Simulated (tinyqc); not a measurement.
Solubility, supersaturation, precipitation and gettering of an impurity in a silicon-like host: one step, computed by the program tinyqc. Command: `OMP_NUM_THREADS=1 python tinyqc.py 3026541 3026542 out.jsonl ripen walk`. One thread of a shared host (Intel(R) Xeon(R) Processor @ 2.30GHz), about 0.01 s of CPU time with the checks.

The wafer was saturated at T1 and is then held at T.

Problem. Solubility, diffusivity, supersaturation. C_eq(T) = N0 exp(S/k_B - H/(k_B T)); D(T) = D0 exp(-Q/(k_B T)); C0 = C_eq(T1). Supersaturation s = C0/C_eq(T); critical radius r* = 2 gamma/(C_p k_B T ln s); barrier W* = (4 pi/3) gamma r*^2. Strain energy is left out.

Inputs (values chosen for the exercise, modelled on chromium in silicon):
```
quantity                                   value    unit
site density N0                            5e+22  1/cm^3
enthalpy of solution H                      2.82      eV
entropy of solution S                        5.1     k_B
diffusion prefactor D0                   0.00061  cm^2/s
migration energy Q                         0.825      eV
temperature of saturation T1                1425       K
anneal temperature T                        1105       K
impurity density in the precipitate C_p  2.7e+22  1/cm^3
interface energy gamma                      0.72   J/m^2
```

Constants: k_B = 8.617333262e-05 eV/K; k_B = 1.380649e-23 J/K.

Give: C0; C_eq(T); D(T); supersaturation s; critical radius r*; W*/(k_B T).

Solution.

C0 = 8.7180e+14 1/cm^3

C_eq(T) = 1.1277e+12 1/cm^3

D(T) = 1.0534e-07 cm^2/s

supersaturation s = 773.11

critical radius r* = 0.52566 nm

W*/(k_B T) = 54.624
